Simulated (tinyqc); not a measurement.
Read current of a NAND string, cells in series solved by shooting: one step of the calculation.

Cells in series, numbered from 0 at the source line (0 V) to the bit line, each followed by a gap resistance Rg. A cell with gate Vg, threshold VT, source Vs and drain Vd passes I = 2 nf K Vt^2 [F(Vs) - F(Vd)]/(1 + th max(Vg - VT, 0)), F(V) = ln^2(1 + exp((Vg - VT - nf V)/(2 nf Vt))). The selected cell has Vg = Vr, the others Vg = Vp.

Question. Node voltages for a trial current. For a trial current I start at 0 V and, cell by cell (the selected one is cell 1), solve for the drain: sqrt(F(Vd)) = sqrt(F(Vs) - I/k), k = 2 nf K Vt^2/(1 + th max(Vg - VT, 0)), Vd = [Vg - VT - 2 nf Vt ln(exp(sqrt F) - 1)]/nf, then add I Rg.

Parameters, values chosen for the exercise; values of the order met in vertical NAND strings: temperature T = 358 K; gain factor of a cell K = 5.9 uA/V^2; slope factor nf = 1.6; mobility reduction factor th = 0.19 1/V; resistance of the gap between cells Rg = 5.4 kohm; bit-line voltage Vbl = 0.4 V; pass voltage Vp = 6.5 V; read voltage on the selected word line Vr = 1.82 V.

Constants: q = 1.602176634e-19 C, kB = 1.380649e-23 J/K, Vt = kB T/q. Results are converted to the units shown.

first trial current = 0.35 uA
thresholds from the source end, cell 0 to 3 (V): [3.8, 0.9, 3.8, -2.2]

Give: node voltage after each cell and gap, trial 1.

Answer.

node voltage after each cell and gap, trial 1, cell 0 to 3 (V): [0.03547, 0.1253, 0.1635, 0.1841]

Program tinyqc, `OMP_NUM_THREADS=1 python tinyqc.py 2142254 2142255 out.jsonl`; Intel Xeon 2.30GHz, shared host, one thread, about 0.3 s.
